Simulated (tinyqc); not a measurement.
# Via and link resistance from two via chains

Problem. A chain of 2000 vias joined by 2000 metal links has R = 2000 (Rv + Rlink), with Rlink proportional to the link length. Find Rv, Rlink for length L, and the value of Rv that the short chain would give if the links were ignored.

resistance of chains of 2000 links with link lengths L and 3 L (ohm): 15400  33400

Solution. R per link is a straight line in the link length; its intercept at zero length is Rv.

Rv = 3.20 ohm
Rlink = 4.50 ohm
Rv without correction = 7.70 ohm

Computed by the program tinyqc: `OMP_NUM_THREADS=1 python tinyqc.py 2750047 2750048 out.jsonl`, one thread of a shared Intel Xeon 2.30GHz, about 0.01 s for the whole run.
